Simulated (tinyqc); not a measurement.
# Abrupt p-n junction, non-linear Poisson equation by Newton steps: effect of temperature

One dimension, p side on the left, n side on the right; net doping C = -Na for x < 0 and +Nd for x > 0. The potential psi is counted from the intrinsic level, and the quasi-Fermi potentials are flat: 0 for holes and -V for electrons, so n = ni exp((psi + V)/Vt) and p = ni exp(-psi/Vt) (Boltzmann statistics, full ionisation, no current). Under reverse bias this makes the minority densities vanishingly small everywhere; they play no part in the charge.

Nc and Nv are given at 300 K and scale as (T/300 K)^1.5; Eg and eps_r are held fixed and ionisation stays complete. ni = sqrt(Nc Nv) exp(-Eg/(2 Vt)), Eg in volts. Depletion approximation: Vbi = Vt ln(Na Nd/ni^2), W = sqrt(2 eps0 eps_r (Vbi - V)(1/Na + 1/Nd)/q), xp = W Nd/(Na + Nd), xn = W Na/(Na + Nd), peak field 2 (Vbi - V)/W, capacitance eps0 eps_r/W. Exact first integral for an abrupt junction with thick neutral sides: psi_p = -Vt ln(Na/ni), psi_n = Vt ln(Nd/ni) - V, psi_j = (Nd psi_n + Na psi_p - Vt (Nd - Na))/(Na + Nd) at the junction, n_j = ni exp((psi_j + V)/Vt), p_j = ni exp(-psi_j/Vt), and E_j^2 = (2 q/(eps0 eps_r)) [Nd (psi_n - psi_j - Vt) + Vt (n_j + p_j)] (minority densities of the neutral sides neglected).

Inputs (values chosen for the exercise); band and dielectric values close to those of gallium phosphide: band gap Eg = 2.22 eV; relative permittivity eps_r = 11.1; conduction-band density of states at the reference temperature Nc = 1.83e19 cm^-3; valence-band density of states at the reference temperature Nv = 1.9e19 cm^-3; acceptor density of the p side Na = 2.2e15 cm^-3; donor density of the n side Nd = 1.1e16 cm^-3; bias of the p side against the n side V = -0.6 V.

Constants: q = 1.602176634e-19 C, kB = 1.380649e-23 J/K, Vt = kB T/q, eps0 = 8.8541878128e-14 F/cm where lengths are in cm. Results are converted to the units shown.

The same in every row: share of W on the n side (%) = 16.67.

Effect of temperature:

| T (K) | ni (cm^-3) | Vbi (V) | W (nm) | peak field, depletion (kV/cm) | peak field, exact (kV/cm) |
|---|---|---|---|---|---|
| 200 | 1.086e-9 | 1.957 | 1308 | 39.09 | 38.83 |
| 240 | 6.550e-5 | 1.893 | 1292 | 38.60 | 38.28 |
| 280 | 0.1764 | 1.827 | 1275 | 38.09 | 37.71 |
| 320 | 67.75 | 1.760 | 1257 | 37.56 | 37.12 |
| 360 | 7080 | 1.692 | 1238 | 37.01 | 36.51 |
| 400 | 2.969e5 | 1.622 | 1219 | 36.45 | 35.88 |
| 440 | 6.399e6 | 1.552 | 1200 | 35.86 | 35.22 |
| 480 | 8.362e7 | 1.480 | 1180 | 35.26 | 34.55 |

ni rises from 1.09e-9 to 8.36e7 cm^-3, while Vbi falls from 1.96 to 1.48 V, on average -1.70 mV/K; W falls from 1310 to 1180 nm. The depletion field is 0.68 % above the exact one in the first row and 2.0 % above it in the last.

tinyqc, about 0.02 s, one thread, Intel Xeon 2.30GHz (shared host): `OMP_NUM_THREADS=1 python tinyqc.py 2000153 2000154 out.jsonl`
